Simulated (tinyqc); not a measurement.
Three-phonon processes in a diatomic chain: dispersion, energy and momentum conservation, and decay channels of optical phonons: one step, computed by the program tinyqc. Command: `OMP_NUM_THREADS=1 python tinyqc.py 3121535 3121536 out.jsonl threeph walk`. One thread of a shared host (Intel(R) Xeon(R) Processor @ 2.30GHz), about 0.04 s of CPU time with the checks.

Cell length a, two atoms, one spring constant. x = q a/pi runs from -1 to 1; A and O are the acoustic and optical branches. Matrix elements are not computed: only conservation laws and occupation factors are followed.

Question. Band edges. omega^2 = k (1/m + 1/M) -/+ k sqrt((1/m + 1/M)^2 - 4 sin^2(pi x/2)/(m M)); nu = 15.6333042 THz x sqrt(omega^2) for eV/(angstrom^2 u). Acoustic top sqrt(2 k/M), optical bottom sqrt(2 k/m), optical top sqrt(2 k (1/m + 1/M)).

Inputs (values chosen for the exercise, for a model chain): light mass m = 14 u; heavy mass M = 49.6 u; spring constant k = 5 eV/angstrom^2.

Constants: nu for 1 eV/(angstrom^2 u) = 15.6333042 THz.

Give: acoustic top; optical bottom; optical top; optical top over twice the acoustic top; optical bottom over twice the acoustic top; optical width over acoustic top.

Answer.

acoustic top = 7.020 THz

optical bottom = 13.21 THz

optical top = 14.96 THz

optical top over twice the acoustic top = 1.066

optical bottom over twice the acoustic top = 0.9411

optical width over acoustic top = 0.2492

The zone-centre optical phonon lies above twice the acoustic top (M/m > 3), so its decay into two acoustic phonons is forbidden.
